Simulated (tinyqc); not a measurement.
From energy lost on the way in back to film thickness d: Rutherford backscattering from a thin compound film on silicon: kinematics, yields, composition and thickness. Computed by tinyqc, a small Python program. Command: `OMP_NUM_THREADS=1 python tinyqc.py 3001026 3001027 out.jsonl rbs inv`. One thread of a shared host (Intel(R) Xeon(R) Processor @ 2.30GHz), about 0.02 s of CPU time with the checks.

Singly charged helium ions (Z1 = 2, M1 = 4.0026 u) enter at the tilt angle a1 to the normal and leave at a2 = |180 - theta - tilt| in the same plane. The film is A B_x.

Inputs (values chosen for the exercise, modelled on a helium beam on TiN):
```
quantity,value,unit
beam energy E0,2.3,MeV
scattering angle theta,165,degrees
tilt of the sample,30,degrees
heavy element: mass M_A,47.9,u
heavy element: stopping eps_A at 2 MeV,78,1e-15 eV cm^2
light element: mass M_B,14,u
light element: stopping eps_B at 2 MeV,34.7,1e-15 eV cm^2
"atoms of B per atom of A, x",0.979,-
atomic density of the film,107,1/nm^3
detector resolution (FWHM),16,keV
```

Method:
- Kinematic factor K = [(sqrt(M^2 - M1^2 sin^2 theta) + M1 cos theta)/(M + M1)]^2.
- Surface edges lie at K E0; substrate silicon has M = 28.09 u. Mass resolution at M_A = resolution/(E0 dK/dM).
- Stopping per atom eps(E) = eps(2 MeV) (E/2 MeV)^(-0.4) (a law chosen for the exercise); Bragg rule eps_film = (eps_A + x eps_B)/(1 + x); areal density N d, with 1/nm^2 = 0.1 x 1e15/cm^2.
- Width of the signal of element i: [K_i eps(E0)/cos a1 + eps(K_i E0)/cos a2] N d; depth resolution = resolution x d/width of A; energy lost on the way in = eps(E0) N d/cos a1.

Problem. A run gave the result below. Find the film thickness d, known to lie between 15 and 24 nm.

energy lost on the way in = 12.11045 keV

Solution.

Each step takes the trial c = (a f_b - b f_a)/(f_b - f_a), f being the result less the target and a, b, c the logarithms of the listed values; c replaces end b, the old b replaces a if the sign of f changed, and otherwise f_a is halved.

Scan of the range:
```
film thickness d (nm),energy lost on the way in (keV)
15.0,9.9158
16.2,10.7090
17.5,11.5684
19.0,12.5600
20.5,13.5515
22.2,14.6753
24.0,15.8652
```

False position (Illinois rule, in the logarithm of the input) inside the bracket:
```
step,end a,end b,trial,energy lost on the way in (keV)
1,17.5000,19.0000,18.3047,12.1003
2,19.0000,18.3047,18.3197,12.1103
3,19.0000,18.3197,18.3203,12.1106
4,18.3197,18.3203,18.3200,12.1104
```

Energy lost on the way in rises at every point of a 13-point scan of the range (every second point is shown), so one value fits; it is bracketed by 17.5 and 19.0. The scan shows a pure power law with exponent 1.0000, so scaling from any one row also gives the answer directly. Answer: film thickness d = 18.32 nm.
